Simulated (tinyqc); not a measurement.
Domain walls in a thin film with perpendicular anisotropy: Bloch, Neel and chiral walls, motion and stripe domains: one step, computed by the program tinyqc.

One-dimensional wall: polar angle theta(x), azimuth phi of the moment in the wall (phi = 0 Neel, 90 degrees Bloch). mu_0 = 1.25663706212e-6 T m/A, gamma = 1.76085963023e11 rad/(s T).

Task: Velocity under current. Spin-orbit drive: B_SL = hbar theta_SH J/(2 e M_s t) acts as the field (pi/2) B_SL cos(phi). Steady state: v = (gamma Delta/alpha)(pi/2) B_SL cos(phi) = gamma Delta [B_D sin(phi) - (B_K/2) sin(2 phi)], B_K = 2 K_D/M_s, B_D = pi D/(2 M_s Delta); the root with phi between its rest value and 90 degrees; v saturates at v_D = gamma Delta B_D.

Inputs (values chosen for the exercise, for a model film):

| quantity | value | unit |
|---|---|---|
| saturation magnetisation M_s | 1100 | kA/m |
| DMI constant D | 0.84 | mJ/m^2 |
| thickness t | 1.8 | nm |
| damping alpha | 0.06 | - |
| current density J | 0.097 | 1e12 A/m^2 |
| spin Hall angle theta_SH | 0.11 | - |

Drive: spin-orbit torque.

K_D = 71.96837 kJ/m^3

width parameter Delta = 4.195384 nm

azimuth phi = 0 degrees

Constants: hbar = 1.054571817e-34 J s; e = 1.602176634e-19 C.

Give: B_SL; azimuth in motion; velocity; saturation velocity v_D.

Result:

B_SL = 1.774 mT

azimuth in motion = 16.16 degrees

velocity = 32.95 m/s

saturation velocity v_D = 211.2 m/s

v is 16 % of v_D: still rising with current. Caution: pinning, heating and tilting of the wall are left out.
